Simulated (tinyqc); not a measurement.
Q-state Potts model on a small periodic square lattice: enumeration, Metropolis, heat-bath and Wolff steps: one step, computed by the program tinyqc. Command: `OMP_NUM_THREADS=1 python tinyqc.py 3113986 3113987 out.jsonl potts walk`. One thread of a shared host (Intel(R) Xeon(R) Processor @ 2.30GHz), about 0.08 s of CPU time with the checks.

E = -J x (number of nearest-neighbour bonds with equal states); n x n sites with periodic edges have 2 n^2 bonds. Order parameter m = (q f - 1)/(q - 1), f being the largest share of one state. Sites are numbered row by row from 0. Here q = 3 and n = 3.

Problem. Eight single-site steps. Site = floor(r1 n^2). State c is drawn with probability exp(K k_c)/sum exp(K k), k_c the number of neighbours in state c: the first c whose cumulative probability reaches r2; r3 is not used.

Inputs (values chosen for the exercise, for a model of domains or grain orientations): temperature T = 684 K.

Update: heat bath.

start states:
```
   1  2  3
1  1  1  2
2  0  2  0
3  0  1  2
```

random numbers, one row a step:
```
        1       2       3
1  0.0285  0.9605  0.3988
2  0.8241  0.7015  0.6272
3  0.0594  0.4328  0.0678
4  0.2495  0.7921  0.7305
5  0.3486  0.7799  0.2759
6  0.6716  0.0278  0.3004
7  0.0610  0.4027  0.9863
8  0.1560  0.3640  0.1315
```

K = 0.9331118

Give: the table «Steps» with the columns old, neighbours in each state, P(old), P(new), new; states afterwards.

Solution.

Steps:

| site | old | neighbours in each state | P(old) | P(new) | new |
|---|---|---|---|---|---|
| 0 | 1 | 2 1 1 | 0.2201 | 0.2201 | 2 |
| 7 | 1 | 1 1 2 | 0.2201 | 0.5597 | 2 |
| 0 | 2 | 2 1 1 | 0.2201 | 0.5597 | 0 |
| 2 | 2 | 2 1 1 | 0.2201 | 0.2201 | 2 |
| 3 | 0 | 3 0 1 | 0.8227 | 0.8227 | 0 |
| 6 | 0 | 2 0 2 | 0.4641 | 0.4641 | 0 |
| 0 | 0 | 2 1 1 | 0.5597 | 0.5597 | 0 |
| 1 | 1 | 1 0 3 | 0.0501 | 0.8227 | 2 |

states afterwards:
```
   1  2  3
1  0  2  2
2  0  2  0
3  0  2  2
```
